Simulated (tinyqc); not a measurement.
Frequency dispersion of an accumulation capacitance by border traps, distributed model: effect of the insulator thickness.

Traps spread evenly through the insulator exchange electrons with the semiconductor by tunnelling, with tau(x) = t0 exp(2 ka x) at depth x from the interface. The admittance per area Y seen at depth x obeys dY/dx = -Y^2/(i w eps0 eox) + q Nb ln(1 + i w tau)/tau, with Y(0) = i w Cs and w = 2 pi f; the gate sees Y(tox) = G + i w C. Working variable y = Y/(i w), in uF/cm^2. Cox = eps0 eox/tox.

Cox; trap-free value 1/(1/Cox + 1/Cs); response depth d = ln(1/(w t0))/(2 ka), where w tau = 1; lumped estimate: all traps within d act as C_bt = q Nb d placed at d/2, so C = 1/{1/[1/(1/Cs + d/(2 eps0 eox)) + C_bt] + (tox - d/2)/(eps0 eox)}. C and G from a fine integration; dispersion -d C/d log10 f over C, from f times and over 1.1. For a broad spread of time constants G/w is close to -(pi/2) dC/d ln w.

Values chosen for this exercise; permittivity close to that of silicon dioxide: relative permittivity of the insulator eox = 3.84; semiconductor capacitance in accumulation Cs = 4.6 uF/cm^2; density of border traps Nb = 3.2e18 cm^-3 eV^-1; decay constant of the wave function in the insulator ka = 4.1 1/nm; time constant of a trap at the interface t0 = 4e-10 s; frequency f = 1e6 Hz.

Constants: q = 1.602176634e-19 C, eps0 = 8.8541878128e-14 F/cm where lengths are in cm. Results are converted to the units shown.

The same in every row: d (nm) = 0.7300.

Result of one run:
columns A: tox (nm); B: C (uF/cm^2); C: G/w (uF/cm^2); D: dispersion (% a decade); E: -(pi/2) dC/d ln w (uF/cm^2); F: lumped C (uF/cm^2); G: trap-free C (uF/cm^2)
```
A      B         C       D         E      F      G
2  1.250  0.003349  0.3893  0.003319  1.247  1.241
```

What becomes of these results when the insulator thickness tox is changed from 2 to 20 nm, all else the same?

Result of the changed run:
columns A: tox (nm); B: C (uF/cm^2); C: G/w (uF/cm^2); D: dispersion (% a decade); E: -(pi/2) dC/d ln w (uF/cm^2); F: lumped C (uF/cm^2); G: trap-free C (uF/cm^2)
```
A        B         C        D         E       F       G
20  0.1641  5.776e-5  0.05117  5.728e-5  0.1640  0.1639
```

The whole series:
columns A: tox (nm); B: C (uF/cm^2); C: G/w (uF/cm^2); D: dispersion (% a decade); E: -(pi/2) dC/d ln w (uF/cm^2); F: lumped C (uF/cm^2); G: trap-free C (uF/cm^2)
```
A         B         C        D         E       F       G
2     1.250  0.003349   0.3893  0.003319   1.247   1.241
2.8  0.9658  0.002001   0.3010  0.001983  0.9643  0.9607
3.9  0.7359  0.001162   0.2294  0.001151  0.7350  0.7329
5.4  0.5555  6.620e-4   0.1732  6.563e-4  0.5550  0.5538
7.5  0.4136  3.670e-4   0.1290  3.639e-4  0.4133  0.4127
10   0.3172  2.158e-4  0.09889  2.140e-4  0.3170  0.3166
14   0.2310  1.144e-4  0.07203  1.135e-4  0.2309  0.2307
20   0.1641  5.776e-5  0.05117  5.728e-5  0.1640  0.1639
```

As tox goes from 2 to 20, C falls from 1.25 to 0.164 uF/cm^2, the dispersion falls from 0.389 to 0.0512 % a decade and G/w falls from 0.00335 to 5.78e-5 uF/cm^2. The lumped estimate is 0.20 % below C in the first row and 0.026 % below it in the last.

tinyqc, about 0.7 s, one thread, Intel Xeon 2.30GHz (shared host): `OMP_NUM_THREADS=1 python tinyqc.py 2202232 2202233 out.jsonl`
